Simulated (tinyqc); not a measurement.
Inside a calculation. Method: plane-wave Kohn-Sham cycle with exchange-only LDA in a layered model solid. One step of it, computed by the program tinyqc.

Problem. Iteration 1: levels at that k. Diagonalise the Hermitian matrix.

H (hartree), order -2, -1, +0, +1, +2:
$$\begin{pmatrix}
0.170519 & -0.130000 & 0.070000 & 0.000000 & 0.000000 \\
-0.130000 & -0.171399 & -0.130000 & 0.070000 & 0.000000 \\
0.070000 & -0.130000 & -0.264649 & -0.130000 & 0.070000 \\
0.000000 & 0.070000 & -0.130000 & -0.109232 & -0.130000 \\
0.000000 & 0.000000 & 0.070000 & -0.130000 & 0.294852
\end{pmatrix}$$

Give: eigenvalues.

Solution.

eigenvalues (hartree): [-0.3777, -0.2488, -0.0489, 0.2358, 0.3597]
